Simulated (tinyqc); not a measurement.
Changing the mean free path l: BCS gap equation with a constant attraction inside the Debye window. Computed by tinyqc, a small Python program. Command: `OMP_NUM_THREADS=1 python tinyqc.py 3031831 3031832 out.jsonl bcs sweep`. One thread of a shared host (Intel(R) Xeon(R) Processor @ 2.30GHz), about 0.01 s of CPU time with the checks.

Pairs attract with strength V for |xi| < k_B Theta; N(0) is the density of states for one spin. Energies are given as temperatures (E/k_B, in K) unless marked.

Inputs (values chosen for the exercise, modelled on aluminium):
```
quantity                 value      unit
coupling N(0)V           0.167         -
Debye temperature Theta    418         K
Fermi velocity v_F       2e+06       m/s
electron density n          18  1e28/m^3
```

Solver: secant.

Constants: k_B = 8.617333262e-05 eV/K; hbar = 1.054571817e-34 J s; k_B = 1.380649e-23 J/K; m_0 = 9.1093837015e-31 kg; eps_0 = 8.8541878128e-12 F/m; c = 299792458 m/s; e = 1.602176634e-19 C.

Method. At T = 0 the gap equation 1/(N(0)V) = int_0^Theta d xi/sqrt(xi^2 + Delta^2) has the integral arcsinh(Theta/Delta), so Delta_0 = Theta/sinh(1/(N(0)V)); weak coupling gives 2 Theta exp(-1/(N(0)V)). xi_0 = hbar v_F/(pi Delta_0); lambda_L = sqrt(m_0 eps_0 c^2/(n e^2)); N(0) = 3 n/(2 m_0 v_F^2) for one spin; condensation energy N(0) Delta_0^2/2 = B_c^2/(2 mu_0), mu_0 = 1/(eps_0 c^2); with scattering lambda = lambda_L sqrt(1 + xi_0/l) in the local limit (where xi_0 and l both exceed lambda, nonlocal response makes the true depth larger); Ginzburg-Landau kappa = 0.96 lambda_L/xi_0 + 0.72 lambda_L/l. Free-electron mass throughout; heavier carriers, as in niobium or vanadium, give a larger lambda_L and kappa and can make the metal type II.

One run for each value:
```
mean free path l (nm)  Ginzburg-Landau kappa  depth with scattering (nm)  coherence length xi_0 (nm)
1                                 9.0235e+00                      603.26                      2318.6
3                                 3.0113e+00                      348.44                      2318.6
8                                 1.1325e+00                      213.60                      2318.6
20                                4.5610e-01                      135.44                      2318.6
70                                1.3402e-01                       73.17                      2318.6
200                               5.0278e-02                       44.45                      2318.6
600                               2.0217e-02                       27.63                      2318.6
2000                              9.6952e-03                       18.41                      2318.6
5000                              6.9897e-03                       15.15                      2318.6
```

Describe and explain the trends.

Over the rows, Ginzburg-Landau kappa falls from 9.02 to 0.00699 (exponent d ln y / d ln x -1.00 between the first rows and -0.36 between the last); depth with scattering (nm) falls from 603 to 15.2 (exponent d ln y / d ln x -0.50 between the first rows and -0.21 between the last); coherence length xi_0 (nm) does not change. At the low end the exponent of Ginzburg-Landau kappa is -1.00, close to -1: the dirty limit. At the low end the exponent of depth with scattering is -0.50, close to -0.50: the dirty limit. The metal turns from type II to type I between l = 8.0 and 20 nm.
